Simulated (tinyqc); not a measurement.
CISD on RHF in the sto-3g basis, for H3+, spin multiplicity 1, step by step. Computed by tinyqc, a small Python program that keeps every step (integrals from PySCF). Settings: charge = 1, multiplicity = 1, basis = sto-3g, method = RHF, energy threshold = 1e-10, iteration cap = 88, orthogonalisation = symmetric, start = Wolfsberg-Helmholz matrix, DIIS depth = 6, ci = CISD, davidson = 1. Command: `OMP_NUM_THREADS=1 python tinyqc.py 22701 22702 out.jsonl` (the two numbers bound the seeds that draw the settings). One thread of a shared host (Intel(R) Xeon(R) Processor @ 2.60GHz), about 0.09 s of CPU time with the checks. The early iterations of the SCF are left out here.

## One-electron integrals

Geometry (angstrom):
```
atom         x         y         z
H     0.000000  0.000000  0.000000
H     0.000000  0.000000  1.231000
H     0.000000  1.173000  0.616000
```

Basis sto-3g: exponents (1/bohr^2) and contraction coefficients of normalised primitives:
```
element  l (shell)  exponent  coefficient
H            s (1)  3.425251     0.154329
H            s (1)  0.623914     0.535328
H            s (1)  0.168855     0.444635
```

Overlap, kinetic and nuclear-attraction integrals over the contracted functions; the nuclear repulsion is the sum of Za Zb / Rab.

nuclear repulsion = 1.22882866 hartree

overlap S, lower triangle:
```
          1H 1s     2H 1s     3H 1s
1H 1s  1.000000
2H 1s  0.371668  1.000000
3H 1s  0.327837  0.328043  1.000000
```

kinetic energy T (hartree), lower triangle:
```
          1H 1s     2H 1s     3H 1s
1H 1s  0.760032
2H 1s  0.046298  0.760032
3H 1s  0.029832  0.029903  0.760032
```

nuclear attraction V (hartree), lower triangle:
```
           1H 1s      2H 1s      3H 1s
1H 1s  -2.047235
2H 1s  -0.695395  -2.047368
3H 1s  -0.602951  -0.603376  -2.018828
```

core Hamiltonian H = T + V (hartree), lower triangle:
```
           1H 1s      2H 1s      3H 1s
1H 1s  -1.287203
2H 1s  -0.649097  -1.287336
3H 1s  -0.573119  -0.573474  -1.258796
```

## Two-electron integrals

Functions are numbered as in S; the eight-fold symmetry (ij|kl) = (ji|kl) = (kl|ij) leaves the list below.

Two-electron integrals (ij|kl) in chemists' order, unique and non-zero (hartree):
```
(11|11) 0.774606   (21|11) 0.215717   (21|21) 0.083507   (22|11) 0.409446
(22|21) 0.215717   (22|22) 0.774606   (31|11) 0.184983   (31|21) 0.062678
(31|22) 0.139976   (31|31) 0.063513   (32|11) 0.140034   (32|21) 0.062715
(32|22) 0.185125   (32|31) 0.055783   (32|32) 0.063600   (33|11) 0.385345
(33|21) 0.152141   (33|22) 0.385459   (33|31) 0.184983   (33|32) 0.185125
(33|33) 0.774606
```

## Orthogonalisation

S = U s U^T; symmetric (Loewdin) form X = U s^(-1/2) U^T, so that X^T S X = 1.

eigenvalues of S: 0.628332  0.686211  1.685457

X, lower triangle:
```
           1H 1s      2H 1s     3H 1s
1H 1s   1.084478
2H 1s  -0.177042   1.084543
3H 1s  -0.143307  -0.143470  1.069977
```

## Starting guess

The start is the generalised Wolfsberg-Helmholz matrix (K = 1.75) built on H; D = 2 C_occ C_occ^T.

D at the start, lower triangle:
```
          1H 1s     2H 1s     3H 1s
1H 1s  0.423638
2H 1s  0.423830  0.424021
3H 1s  0.379309  0.379480  0.339619
```

## Iteration 4 (converged): orbitals

converged F (hartree), lower triangle:
```
           1H 1s      2H 1s      3H 1s
1H 1s  -0.603585
2H 1s  -0.528958  -0.603695
3H 1s  -0.481774  -0.481993  -0.581427
```

Diagonalise F' = X^T F X, C = X C', fill 1 alpha and 1 beta electrons from the bottom; D = 2 C_occ C_occ^T. Each column has its largest component positive (the first on a tie).

F' = X^T F X (hartree), lower triangle:
```
           1          2          3
1  -0.412326
2  -0.293466  -0.412320
3  -0.251029  -0.251233  -0.416492
```

orbital energies (hartree): MO1 -0.944620, MO2 -0.177661, MO3 -0.118857

coefficients C:
```
            MO1        MO2        MO3
1H 1s  0.452403  -0.478825  -0.891085
2H 1s  0.452518  -0.475300   0.893016
3H 1s  0.428809   1.001044  -0.002224
```

D after iteration 4, lower triangle:
```
          1H 1s     2H 1s     3H 1s
1H 1s  0.409337
2H 1s  0.409441  0.409545
3H 1s  0.387989  0.388087  0.367754
```

## Convergence

Stop when the energy changes by less than 1e-10 hartree and every element of the error matrix X^T (F D S - S D F) X is below 3e-06.

Course of the cycle:
```
iteration  E (hartree)     change  largest element of the error matrix
1          -1.18461877          -                             1.64e-02
2          -1.18500100  -3.82e-04                             1.51e-03
3          -1.18500425  -3.25e-06                             5.13e-06
4          -1.18500425  -3.70e-11                             6.18e-07
```

PySCF RHF in the same basis = -1.18500425 hartree

Converged in 4 iterations.

## Populations, bond orders and dipole

Mulliken: Z minus the diagonal of D S on the atom; Loewdin: the same with S^(1/2) D S^(1/2); Mayer order: 2 sum_s sum (D(s) S)_ij (D(s) S)_ji over the two atoms.

Charges (e):
```
atom  Mulliken   Loewdin
1H    0.311291  0.311557
2H    0.310970  0.311243
3H    0.377740  0.377200
```

Mayer bond orders:
```
pair     order
2-1   0.474542
3-1   0.428556
3-2   0.428756
```

dipole moment about the origin, x y z (debye): 0.000000  2.128247  2.956330

## Integrals over molecular orbitals

(pq|rs) = sum C_ip C_jq C_kr C_ls (ij|kl), one index at a time.

one-electron integrals over orbitals h = C^T H C (hartree), lower triangle:
```
           1          2          3
1  -1.469212
2   0.010817  -1.047686
3  -0.000067  -0.000005  -1.015660
```

Two-electron integrals over orbitals (pq|rs), unique and non-zero (hartree):
```
(11|11) 0.524592    (21|11) -0.010817   (21|21) 0.146852    (22|11) 0.508438
(22|21) 0.108574    (22|22) 0.615173    (31|11) 0.000067    (31|21) 2.34e-06
(31|22) -0.000624   (31|31) 0.149071    (32|11) 3.78e-06    (32|21) -0.000681
(32|22) -0.000086   (32|31) -0.102325   (32|32) 0.076183    (33|11) 0.522937
(33|21) -0.111103   (33|22) 0.436889    (33|31) 0.000643    (33|32) 0.000084
(33|33) 0.618283
```

## CISD: determinants and Hamiltonian

Hartree-Fock energy = -1.18500425 hartree

Slater-Condon rules over spin orbitals, with the nuclear repulsion added and E(HF) subtracted on the diagonal.

Occupation strings over the orbitals (2 doubly, a alpha, b beta, 0 empty; spin orbitals ordered 1a 1b 2a 2b ...): 200 ab0 a0b ba0 b0a 020 0ab 0ba 002

H - E(HF) between determinants (hartree), lower triangle:
```
           200        ab0        a0b        ba0        b0a        020        0ab        0ba
200   0.000000
ab0   0.000000   0.405373
a0b   0.000000  -0.000001   0.451897
ba0   0.000000  -0.146852  -0.000002   0.405373
b0a   0.000000  -0.000002  -0.149071  -0.000001   0.451897
020   0.146852   0.119391  -0.000681  -0.119391   0.000681   0.933634
0ab   0.000002  -0.000681  -0.100286   0.000691   0.102325  -0.000091   0.787377
0ba  -0.000002   0.000691   0.102325  -0.000681  -0.100286   0.000091  -0.076183   0.787377
002   0.149071  -0.102325   0.000576   0.102325  -0.000576   0.076183   0.000079  -0.000079

          002
002  1.000796
```

## CISD: roots

Diagonalise (each vector has its largest component positive (the first on a tie)); all determinants have Ms = 0, so triplets appear too. The lowest singlet root is the correlation energy.

lowest roots of this matrix, relative to E(HF) (hartree): -0.040460  0.258521  0.302817  0.441271  0.490828  0.711203  0.973699  0.995111

lowest vectors:
```
        root 1     root 2     root 3     root 4
200   0.981747   0.000000   0.000000  -0.019054
ab0   0.005752   0.707107  -0.000061   0.632580
a0b  -0.000033   0.000061   0.707098  -0.000130
ba0  -0.005752   0.707107  -0.000061  -0.632580
b0a   0.000033   0.000061   0.707098   0.000130
020  -0.139308   0.000000   0.000000  -0.344952
0ab  -0.000004  -0.000016  -0.003530   0.001865
0ba   0.000004  -0.000016  -0.003530  -0.001865
002  -0.129228   0.000000   0.000000   0.283414
```

<S^2> of these roots: 0.000000  2.000000  2.000000  0.000000  0.000000  2.000000  0.000000  0.000000

weight of the ground state by excitation level 0, 1, 2, ...: 0.963827  0.000066  0.036107

## The lowest root by the Davidson method

Start from the reference; add the residual divided by (theta - H_ii), orthogonalised, at each step.

Davidson iterations:
```
iteration  subspace  lowest Ritz value (hartree)  residual norm
1                 1                            0       2.09e-01
2                 2                  -0.04042459       4.38e-03
3                 3                  -0.04045708       1.65e-03
4                 4                  -0.04046028       1.34e-06
5                 5                  -0.04046028       7.04e-08
```
